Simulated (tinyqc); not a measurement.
Virtual crystal, CPA and unmixed bands: coherent potential approximation for a binary alloy with a semi-elliptic band.

Site levels eA = -x d (share 1 - x) and eB = (1 - x) d (share x), so that their mean, the virtual crystal, is 0. Pure band: G0(z) = 2 (z - sqrt(z - W) sqrt(z + W))/W^2 with principal roots, density -Im G/pi per site. The medium has a self-energy S(z), G = G0(z - S), z = E + i eta. t_i = (e_i - S)/(1 - (e_i - S) G); the CPA demands <t> = (1 - x) tA + x tB = 0. Iteration: start at S = 0, set S(new) = S + <t>/(1 + <t> G), stop when |<t>| < 1e-9 eV.

Values chosen for the exercise: W = 1.7 eV (half width of the pure band); x = 0.33 (fraction of B); d = 1.5 eV (eB - eA); eta = 0.034 eV (broadening); E1 = -2.2 eV (first energy); dE = 0.35 eV (step).

Fifteen energies E1 + j dE. Virtual crystal: G0(z). Unmixed: (1 - x) G0(z - eA) + x G0(z - eB), the limit of large separate grains.

Densities (1/eV) and self-energy (eV):

| E (eV) | virtual crystal | CPA | unmixed | Re S | Im S |
|---|---|---|---|---|---|
| -2.20 | 0.0043 | 0.0083 | 0.0286 | -0.2233 | -0.0053 |
| -1.85 | 0.0114 | 0.1340 | 0.1473 | -0.2847 | -0.0573 |
| -1.50 | 0.1695 | 0.2353 | 0.1983 | -0.2931 | -0.1126 |
| -1.15 | 0.2685 | 0.2856 | 0.2281 | -0.3013 | -0.1592 |
| -0.80 | 0.3230 | 0.3096 | 0.2467 | -0.3120 | -0.2086 |
| -0.45 | 0.3537 | 0.3129 | 0.3075 | -0.3276 | -0.2681 |
| -0.10 | 0.3664 | 0.2953 | 0.3306 | -0.3532 | -0.3511 |
| 0.25 | 0.3630 | 0.2499 | 0.3289 | -0.4039 | -0.5039 |
| 0.60 | 0.3430 | 0.1773 | 0.3046 | -0.1816 | -1.1101 |
| 0.95 | 0.3032 | 0.2254 | 0.2486 | 0.3645 | -0.7299 |
| 1.30 | 0.2341 | 0.2330 | 0.1296 | 0.4392 | -0.4918 |
| 1.65 | 0.0874 | 0.2088 | 0.1151 | 0.4631 | -0.3307 |
| 2.00 | 0.0067 | 0.1425 | 0.0996 | 0.4707 | -0.1833 |
| 2.35 | 0.0034 | 0.0101 | 0.0745 | 0.3647 | -0.0152 |
| 2.70 | 0.0022 | 0.0035 | 0.0173 | 0.2697 | -0.0061 |

d/W = 0.88. CPA and virtual crystal differ by at most 0.166 1/eV, at 0.60 eV, against a peak of 0.374 for the pure band. |Im S| is largest at 0.60 eV (Im S = -1.110 eV); where the density is near zero this is no damping of states. The CPA density has a dip at 0.60 eV (0.1773): the band is parting, or has parted, into an A-like and a B-like subband (in a true gap only the tail of eta remains), which no virtual crystal can show.

Run: tinyqc, `OMP_NUM_THREADS=1 python tinyqc.py 1480529 1480530 out.jsonl`; Intel(R) Xeon(R) Processor @ 2.30GHz, one thread, shared host; about 0.01 s of CPU time with all checks.
